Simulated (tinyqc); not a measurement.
# Surface Green function of a two-leg ladder, Sancho-Rubio decimation: effect of the broadening

A semi-infinite lead of cells 0, 1, 2, ... with H0 inside a cell and H1 = <cell i|H|cell i + 1>. One rung (site 1 on leg a, site 2 on leg b) is a cell; all hoppings enter with a minus sign. z = E + i eta.

Start with e_s = e = H0, a = H1, b = H1^dagger. Each round: g = (z - e)^(-1); e_s <- e_s + a g b; e <- e + a g b + b g a; a <- a g a; b <- b g b (all with the old a, b). Round k joins cells 2^k apart. Stop when the largest entry of the matrices a and b is below 1e-12 eV; g_s = (z - e_s)^(-1), bulk (z - e)^(-1), density of states -Im Tr/pi. The last column counts the steps of the plain recursion g <- (z - H0 - H1 g H1^dagger)^(-1), one cell a step from g = (z - H0)^(-1), until no entry changes by more than 1e-8 1/eV.

Values chosen for this exercise:

| symbol | value | unit | meaning |
|---|---|---|---|
| E | -6.05 | eV | energy |

H0 (eV):
```
       1      2
1      0  -2.95
2  -2.95   0.07
```

H1 (eV):
```
      1      2
1  -2.1      0
2     0  -1.78
```

Result of one run:
```
eta (eV)  rounds  surface density of states (1/eV)  plain steps
0.08          10                          0.093937          254
```

What becomes of these results when the broadening eta is changed from 0.08 to 0.04 eV, all else the same?

Result of the changed run:
```
eta (eV)  rounds  surface density of states (1/eV)  plain steps
0.04          11                          0.095289          508
```

The whole series:
```
eta (eV)  rounds  surface density of states (1/eV)  plain steps
0.6            7                          0.082509           35
0.2            9                          0.090350          102
0.08          10                          0.093937          254
0.04          11                          0.095289          508
0.02          12                          0.095994         1016
0.008         13                          0.096427         2541
```

The rounds go from 7 to 13 and the plain steps from 35 to 2541. Inside a band the plain recursion needs a number of steps that grows as 1/eta, the decimation only as log2(1/eta). The density of states tends to 0.09672 1/eV as eta goes to zero; the first row is 15 % below that and the last 0.30 % below it.

tinyqc, about 0.08 s, one thread, Intel Xeon 2.30GHz (shared host): `OMP_NUM_THREADS=1 python tinyqc.py 2680133 2680134 out.jsonl`
